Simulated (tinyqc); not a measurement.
Double-gate transistor, scale length and short-channel effects: one step of the calculation.

A body of thickness ts between two insulators of thickness ti and two tied gates. Below threshold the potential that source and drain add obeys Laplace's equation and vanishes on the gate. Its lowest mode decays along the channel as exp(-k y); k is the smallest positive root of the matching condition at the interface, and the scale length is Lambda = pi/k.

Problem. Threshold shift, barrier position and swing. Along the channel psi(y) = s + a exp(y/l) + b exp(-y/l) with psi(0) = Vbi, psi(L) = Vbi + Vds and l = 1/k = Lambda/pi; with A = Vbi - s, B = A + Vds, x = exp(-L/l): a = (B - A x) x/(1 - x^2), b = (A - B x)/(1 - x^2). The minimum is s + 2 sqrt(a b), at y = (l/2) ln(b/a). The long-channel potential follows the gate as s = sT + (Vg - VTL)/m, and the threshold VT is the gate voltage at which the minimum equals sT. Swing = m Vt ln 10/g at threshold, g = d(minimum)/ds = 1 - (b x + a)/((1 + x) sqrt(a b)).

Parameters, values chosen for the exercise; permittivities: semiconductor made up, insulator close to that of silicon dioxide:
- T = 400 K (temperature)
- L = 22 nm (channel length)
- Vbi = 0.91 V (potential of the source)
- sT = 0.67 V (potential of the barrier top at threshold)
- VTL = 0.49 V (long-channel threshold)
- m = 1 (long-channel body factor)
- Vds = 0.8 V (drain voltage)

Constants: q = 1.602176634e-19 C, kB = 1.380649e-23 J/K, Vt = kB T/q. Results are converted to the units shown.

l = 3.6041970 nm

Wanted: s at threshold; a; b; position of the minimum; VT; swing.

Solution.

s at threshold = 0.61671 V
a = 0.0024409 V
b = 0.29085 V
position of the minimum = 8.6148 nm
VT = 0.43671 V
swing = 89.757 mV/decade

The threshold lies 53.3 mV below the long-channel value, and the barrier top sits at 0.39 L from the source.

Program tinyqc, `OMP_NUM_THREADS=1 python tinyqc.py 2420103 2420104 out.jsonl`; Intel Xeon 2.30GHz, shared host, one thread, about 0.01 s.
